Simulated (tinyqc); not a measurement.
Capacitance measurement on a leaky thin oxide: effects of series resistance and leakage: one step of the calculation.

The device is a capacitance C in parallel with a leakage conductance G, in series with Rs and Ls. An impedance meter reports either a parallel pair (Cp, Gp) from Y = 1/Z = Gp + i w Cp or a series pair (Cs, Rm) from Z = Rm + 1/(i w Cs); w = 2 pi f, dissipation D = Gp/(w |Cp|).

Task. True capacitance and conductance. EOT = 3.9 tox/eox; CET = EOT + zc + zp; C = 3.9 eps0 A/CET; G = Jg A/Vs.

Inputs (values chosen for the exercise); values of the order met in thin-oxide MOS capacitors:

| symbol | value | unit | meaning |
|---|---|---|---|
| eox | 8.9 |  | relative permittivity of the gate insulator (close to aluminium oxide) |
| tox | 5.2 | nm | insulator thickness |
| A | 100 | um^2 | gate area |
| zc | 0.58 | nm | oxide-equivalent thickness added by the accumulation layer |
| zp | 0.33 | nm | oxide-equivalent thickness added by gate depletion |
| Jg | 0.0001 | A/cm^2 | gate leakage current density, not matched to the thickness |
| Vs | 0.37 | V | voltage for an e-fold rise of the leakage |

Constants: eps0 = 8.8541878128e-14 F/cm where lengths are in cm. Results are converted to the units shown.

Give: EOT; CET; C; G.

Result.

EOT = 2.279 nm
CET = 3.189 nm
C = 1.083 pF
G = 2.703e-4 uS

Computed by the program tinyqc: `OMP_NUM_THREADS=1 python tinyqc.py 2022111 2022112 out.jsonl`, one thread of a shared Intel Xeon 2.30GHz, about 0.01 s for the whole run.
